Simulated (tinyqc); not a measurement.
Inside a calculation. Model: cluster expansion of a binary alloy: correlations, fit, cross-validation and ground states. Computed by tinyqc, a small Python program that keeps every step. Command: `OMP_NUM_THREADS=1 python tinyqc.py 3014106 3014107 out.jsonl clex walk`. One thread of a shared host (Intel(R) Xeon(R) Processor @ 2.30GHz), about 0.07 s of CPU time with the checks. Intermediate numbers are printed to about 6 digits and carried at full precision; extremes and crossings named in words are read from the listed rows.

s = +1 for A and -1 for B. Energy per site E = J0 + J1 P(point) + sum over clusters of m V P, with P the mean product of spins; V > 0 on a pair favours unlike neighbours. Clusters per site m: pair 1 4, pair 2 3, pair 3 6, triplet 12; the triplet is two first-neighbour bonds closed by a second-neighbour bond. Formation energies are counted from the line between pure A and pure B, which removes J0 and J1.

Inputs (values chosen for the exercise, for a model alloy):

| quantity | value | unit |
|---|---|---|
| first-pair interaction V1 | 21 | meV |
| second-pair interaction V2 | 5.3 | meV |
| third-pair interaction V3 | 0.37 | meV |
| triplet interaction Vt | 1.4 | meV |
| noise amplitude | 6.9 | meV/site |
| temperature T | 1900 | K |
| fraction x of B | 0.19 | - |

Lattice: bcc.

Constants: k_B = 8.617333262e-05 eV/K.

## Design matrix

correlations P, counted on periodic cells:
```
                     point    pair 1    pair 2    pair 3   triplet
A                  1.00000   1.00000   1.00000   1.00000   1.00000
A3B D0_3           0.50000   0.00000   0.00000   1.00000  -0.50000
A3B (001) layers   0.50000   0.00000   0.66667   0.33333   0.16667
A2B C11_b          0.33333  -0.33333   0.55556   0.11111  -0.11111
AB B2              0.00000  -1.00000   1.00000   1.00000   0.00000
AB B32             0.00000   0.00000  -1.00000   1.00000   0.00000
A2B2 B11           0.00000   0.00000   0.33333  -0.33333   0.00000
AB (110) layers    0.00000   0.00000  -0.33333  -0.33333   0.00000
AB2 C11_b         -0.33333  -0.33333   0.55556   0.11111   0.11111
AB3 D0_3          -0.50000   0.00000   0.00000   1.00000   0.50000
AB3 (001) layers  -0.50000   0.00000   0.66667   0.33333  -0.16667
B                 -1.00000   1.00000   1.00000   1.00000  -1.00000
```

Design matrix of formation energies: m (P - 1) for pairs and m (P(triplet) - P(point)) for the triplet; x = (1 - P(point))/2.

X:
```
                   pair 1   pair 2   pair 3   triplet
A                  0.0000   0.0000   0.0000    0.0000
A3B D0_3          -4.0000  -3.0000   0.0000  -12.0000
A3B (001) layers  -4.0000  -1.0000  -4.0000   -4.0000
A2B C11_b         -5.3333  -1.3333  -5.3333   -5.3333
AB B2             -8.0000   0.0000   0.0000    0.0000
AB B32            -4.0000  -6.0000   0.0000    0.0000
A2B2 B11          -4.0000  -2.0000  -8.0000    0.0000
AB (110) layers   -4.0000  -4.0000  -8.0000    0.0000
AB2 C11_b         -5.3333  -1.3333  -5.3333    5.3333
AB3 D0_3          -4.0000  -3.0000   0.0000   12.0000
AB3 (001) layers  -4.0000  -1.0000  -4.0000    4.0000
B                  0.0000   0.0000   0.0000    0.0000
```

## Formation energies

standard normal numbers for the noise (0 for the pure ends): A 0.000, A3B D0_3 -0.561, A3B (001) layers 0.329, A2B C11_b -0.392, AB B2 -1.612, AB B32 1.124, A2B2 B11 0.325, AB (110) layers -0.375, AB2 C11_b 1.601, AB3 D0_3 0.090, AB3 (001) layers -1.608, B 0.000

Exact: X V with V = (V1, V2, V3, Vt). The data to fit add the noise amplitude times the normal numbers, standing for what the clusters leave out.

exact energies (meV/site): A 0.000, A3B D0_3 -116.700, A3B (001) layers -96.380, A2B C11_b -128.507, AB B2 -168.000, AB B32 -115.800, A2B2 B11 -97.560, AB (110) layers -108.160, AB2 C11_b -113.573, AB3 D0_3 -83.100, AB3 (001) layers -85.180, B 0.000

data (meV/site): A 0.000, A3B D0_3 -120.571, A3B (001) layers -94.110, A2B C11_b -131.211, AB B2 -179.123, AB B32 -108.044, A2B2 B11 -95.317, AB (110) layers -110.748, AB2 C11_b -102.526, AB3 D0_3 -82.479, AB3 (001) layers -96.275, B 0.000

## Normal equations for V1, V2, Vt

Leave out pair 3: A = X^T X and b = X^T E (E being the data with noise) over these three columns; solve A V = b. The root-mean-square error runs over the structures between the pure ends.

matrix A:
```
         V1      V2       Vt
V1  232.889  94.222    0.000
V2   94.222  79.556    0.000
Vt    0.000   0.000  376.889
```

b (meV): 5509.76  2393.08  601.43

fitted V1, V2, Vt (meV): 22.0576  3.9565  1.5958

root-mean-square error of the three-cluster fit = 5.85422 meV/site

The fit misses V1 by +1.06, V2 by -1.34 and Vt by +0.20 meV; the omitted V3 = 0.37 meV and the noise shift the fitted values.

## Which clusters to keep

For each set, H = X (X^T X)^-1 X^T over the structures between the ends; residual e = E - H E; leave-one-out error e_i/(1 - H_ii); both as root mean squares.

Fits:

| clusters | fit error (meV/site) | leave-one-out error (meV/site) | largest H_ii |
|---|---|---|---|
| V1 | 13.9681 | 15.5278 | 0.274809 |
| V1 V2 | 11.4125 | 13.3484 | 0.532056 |
| V1 V3 | 13.9199 | 17.2108 | 0.511530 |
| V1 V2 Vt | 5.8542 | 7.6543 | 0.532056 |
| V1 Vt | 9.9565 | 12.3881 | 0.450778 |
| V1 V2 V3 | 11.4109 | 14.7571 | 0.711777 |
| V1 V3 Vt | 9.8888 | 14.4780 | 0.511530 |
| V1 V2 V3 Vt | 5.8511 | 8.8790 | 0.711777 |

leave-one-out error without pair 3 = 7.65426 meV/site

leave-one-out error with all four = 8.87897 meV/site

The fit error can only fall as clusters are added, to 5.85 meV with all four. The leave-one-out error is least for V1 V2 Vt (7.65 meV), and all four give 8.88: the extra terms fit noise more than signal.

## Ground states by the convex hull

Height above the hull = E less the lowest straight line between two structures that bracket x (or the lowest structure at the same x). The three-term fit is X V with the fitted values.

Hull among these structures (meV/site):

| structure | x | exact E | above hull | fitted E | above hull, fit |
|---|---|---|---|---|---|
| A | 0.00000 | 0.000 | 0.0000 | 0.000 | 0.0000 |
| A3B D0_3 | 0.25000 | -116.700 | 0.0000 | -119.249 | 0.0000 |
| A3B (001) layers | 0.25000 | -96.380 | 20.3200 | -98.570 | 20.6791 |
| A2B C11_b | 0.33333 | -128.507 | 5.2933 | -131.427 | 6.8930 |
| AB B2 | 0.50000 | -168.000 | 0.0000 | -176.461 | 0.0000 |
| AB B32 | 0.50000 | -115.800 | 52.2000 | -111.969 | 64.4917 |
| A2B2 B11 | 0.50000 | -97.560 | 70.4400 | -96.143 | 80.3176 |
| AB (110) layers | 0.50000 | -108.160 | 59.8400 | -104.056 | 72.4047 |
| AB2 C11_b | 0.66667 | -113.573 | 0.0000 | -114.405 | 3.2355 |
| AB3 D0_3 | 0.75000 | -83.100 | 2.0800 | -80.951 | 7.2799 |
| AB3 (001) layers | 0.75000 | -85.180 | 0.0000 | -85.804 | 2.4266 |
| B | 1.00000 | 0.000 | 0.0000 | 0.000 | 0.0000 |

lowest exact formation energy = -168 meV/site

On the exact hull: A, A3B D0_3, AB B2, AB2 C11_b, AB3 (001) layers, B. The fit finds A, A3B D0_3, AB B2, B instead; its root-mean-square error is 5.85 meV. A structure at zero height may lie on a tie line without being a vertex, and structures outside this list could lie lower.

## The random alloy and its short-range order

Random alloy: P(pair) = p^2, P(triplet) = p^3, p = 1 - 2x, so H_mix = (p^2 - 1) sum m V(pairs) + (p^3 - p) m Vt; G_mix = H_mix + k_B T [x ln x + (1 - x) ln(1 - x)]. To first order in 1/T the Warren-Cowley parameter of shell 1 is alpha_1 = -(1 - p^2) V_eff/(k_B T), V_eff = V1 + (number of triplets on a first-neighbour bond) p Vt, that number being 6.

mixing enthalpy H_mix = -69.2772 meV/site

mixing free energy G_mix = -148.886 meV/site

alpha_1 = -0.0985385

alpha_1 < 0: unlike neighbours are preferred.

Checks made by the program: leave-one-out formula against refits (relative difference below 1e-10).
